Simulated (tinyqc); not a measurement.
Three-level Kane dispersion of a narrow-gap semiconductor, step by step. Values are carried at full precision from step to step, so a last printed digit may differ when a step is redone from the rounded ones.

Zero of energy at Gamma8, c = hbar^2/2m0, P^2 = Ep c. The free-electron term and remote bands are left out, so the heavy holes are flat at E = 0 and the other three bands obey E (E - Eg)(E + Dso) = P^2 k^2 (E + 2 Dso/3). The conduction band is the highest root; its edge is Ec = max(Eg, 0).

Constants: hbar^2/2m0 = 3.80998211 eV angstrom^2; hbar = 6.58211957e-16 eV s; e^2/(4 pi eps0) = 14.39964547 eV angstrom; muB = 5.788381798e-05 eV/T.

Inputs chosen for the exercise (near those of HgTe; the results hold for these values, not for the real material): Eg = -0.288 eV (E(Gamma6) - E(Gamma8)); Dso = 1.04 eV (spin-orbit splitting); Ep = 18.1 eV (Kane energy); k = 0.02 1/angstrom (wave vector); n = 4.2e+18 cm^-3 (electron density); eps = 15.4 (high-frequency dielectric constant); B = 3.3 T (magnetic field).

## The three bands at one k

Expand the equation into E^3 + a2 E^2 + a1 E + a0 = 0 and give its roots; compare with the two-level form (Dso to infinity) E = Eg/2 +/- sqrt(Eg^2/4 + (2/3) P^2 k^2).

P^2 k^2 = 0.027584 eV^2

a2, a1, a0: [1.328000, 0.271936, -0.019125]

roots (eV): [-1.0523, -0.3307, 0.0550]

two-level form (eV): [-0.3418, 0.0538]

The two-level form misses the highest root by -1.2 meV. The order is inverted: the band that would be the light hole curves upward from Gamma8 and touches the heavy holes, so there is no gap.

## Mass at the edge and limiting velocity

For Eg < 0 the conduction band starts at Gamma8 with m0* = 3 |Eg|/(2 Ep). In the two-level form the velocity tends to v = sqrt(2/3) P/hbar, and |Eg| = 2 m v^2 with m = 3 |Eg|/(2 Ep), as for a relativistic particle. 1 angstrom = 1e-10 m.

m0* = 0.02387 m0
P = 8.3043 eV angstrom
v = 1.030e+06 m/s
k at which the linear part sets in, |Eg|/(2 hbar v) = 0.02124 1/angstrom

## Fermi level and mass at a given density

Degenerate electrons at T = 0: kF = (3 pi^2 n)^(1/3), 1 cm^-3 = 1e-24 angstrom^-3; EF is the highest root at kF. The momentum (cyclotron, optical) mass is m(E) = hbar^2 k/(dE/dk) = c d(k^2)/dE with d(k^2)/dE = k^2 [1/E + 1/(E - Eg) + 1/(E + Dso) - 1/(E + 2 Dso/3)]; the density of states is k d(k^2)/dE/(2 pi^2).

Edge mass m0* = 3 |Eg|/(2 Ep).

Compare EF - Ec with the parabolic value c kF^2/m0*.

kF = 0.04991 1/angstrom
EF - Ec = 0.2380 eV
parabolic value = 0.3977 eV
m(EF) = 0.05516 m0
m(EF)/m0* = 2.311
density of states at EF = 3.661e+19 1/(eV cm^3)

The parabola overstates EF - Ec by a factor of 1.67; (EF - Ec)/|Eg| = 0.83, and the two-level rule 1 + 2 (EF - Ec)/|Eg| = 2.653 estimates the mass ratio.

## Plasma and cyclotron energies

hbar wp = sqrt(8 pi c (e^2/4 pi eps0) n/(eps m)), hbar wc = 2 muB B/m (classical limit), with m = m(EF) and, for comparison, the edge mass; n in angstrom^-3.

hbar wp with m(EF), with m0* (meV): [82.57, 125.52]

hbar wc with m(EF), with m0* (meV): [6.93, 16.01]

EF - Ec = 238.0 meV is 34 times hbar wc, so the classical value applies.

## Checks

- Roots of the cubic against the 8 x 8 Kane matrix without remote terms: they agree to 1e-10 or better.
- m(E) near the edge against m0*: both 0.02387.

Run: tinyqc, `OMP_NUM_THREADS=1 python tinyqc.py 1050946 1050947 out.jsonl`; Intel(R) Xeon(R) Processor @ 2.30GHz, one thread, shared host; about 0.01 s of CPU time with all checks.
